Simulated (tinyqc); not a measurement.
## Charge pumping in an n-channel transistor: effect of temperature

The gate is pulsed from accumulation to inversion and back. Energies E are counted from the intrinsic level; Dit(E) = D0 [1 + b (2 E/Eg)^2]. During each edge the traps near the bands emit their carriers, and those between Eh and Ee recombine once a cycle.

Nc and Nv are given at 350 K and scale as T^1.5, vth as T^0.5; Eg and the cross-sections are held. ni = sqrt(Nc Nv) exp(-Eg/(2 Vt)), Eg in volts; emission times te = (dV/Va) tf and th = (dV/Va) tr; Ee = -Vt ln(vth sn ni te), Eh = +Vt ln(vth sp ni th). Nit = integral of Dit from Eh to Ee = D0 [Ee - Eh + 4 b (Ee^3 - Eh^3)/(3 Eg^2)], Qcp = q A Nit, Icp = f Qcp.

Inputs (values chosen for the exercise); band and dielectric values those of a made-up semiconductor:
- Eg = 1.18 eV (band gap)
- Nc = 4.03e19 cm^-3 (conduction-band density of states at 350 K)
- Nv = 3.5e19 cm^-3 (valence-band density of states at 350 K)
- A = 0.74 um^2 (gate area)
- D0 = 9.2e11 cm^-2 eV^-1 (trap density at midgap)
- b = 2 (rise of the trap density towards the band edges)
- sn = 1.1e-16 cm^2 (cross-section for electrons)
- sp = 2.1e-16 cm^2 (cross-section for holes)
- vth = 1.9e7 cm/s (thermal velocity at 350 K, one nominal value for electrons and holes)
- dV = 0.73 V (Vth - Vfb)
- Va = 1.7 V (pulse height)
- f = 52000 Hz (frequency)
- tr = 1100 ns (rise time)
- tf = 620 ns (fall time)

Constants: q = 1.602176634e-19 C, kB = 1.380649e-23 J/K, Vt = kB T/q. Results are converted to the units shown.

Result of one run:

| T (K) | Ee (eV) | Eh (eV) | Nit (cm^-2) | Icp (pA) |
|---|---|---|---|---|
| 300 | 0.3408 | -0.3093 | 7.199e11 | 44.39 |

What becomes of these results when the temperature T is changed from 300 to 220 K, all else the same?

Result of the changed run:

| T (K) | Ee (eV) | Eh (eV) | Nit (cm^-2) | Icp (pA) |
|---|---|---|---|---|
| 220 | 0.4190 | -0.3959 | 9.887e11 | 60.95 |

The whole series:

| T (K) | Ee (eV) | Eh (eV) | Nit (cm^-2) | Icp (pA) |
|---|---|---|---|---|
| 180 | 0.4563 | -0.4374 | 1.137e12 | 70.11 |
| 220 | 0.4190 | -0.3959 | 9.887e11 | 60.95 |
| 260 | 0.3804 | -0.3531 | 8.495e11 | 52.37 |
| 300 | 0.3408 | -0.3093 | 7.199e11 | 44.39 |
| 340 | 0.3003 | -0.2645 | 5.999e11 | 36.98 |
| 380 | 0.2589 | -0.2189 | 4.886e11 | 30.13 |
| 420 | 0.2168 | -0.1726 | 3.853e11 | 23.75 |

The window Ee - Eh shrinks from 0.894 to 0.389 eV, since emission is faster when hot, and Icp falls from 70.1 to 23.8 pA.

Range of the model: The Fermi levels of inversion and accumulation are taken to lie beyond Ee and Eh, the flat tops to fill all traps, and no geometric current is added.

Numbers from tinyqc (`OMP_NUM_THREADS=1 python tinyqc.py 2030086 2030087 out.jsonl`; about 0.01 s on one thread of a shared Intel Xeon 2.30GHz).
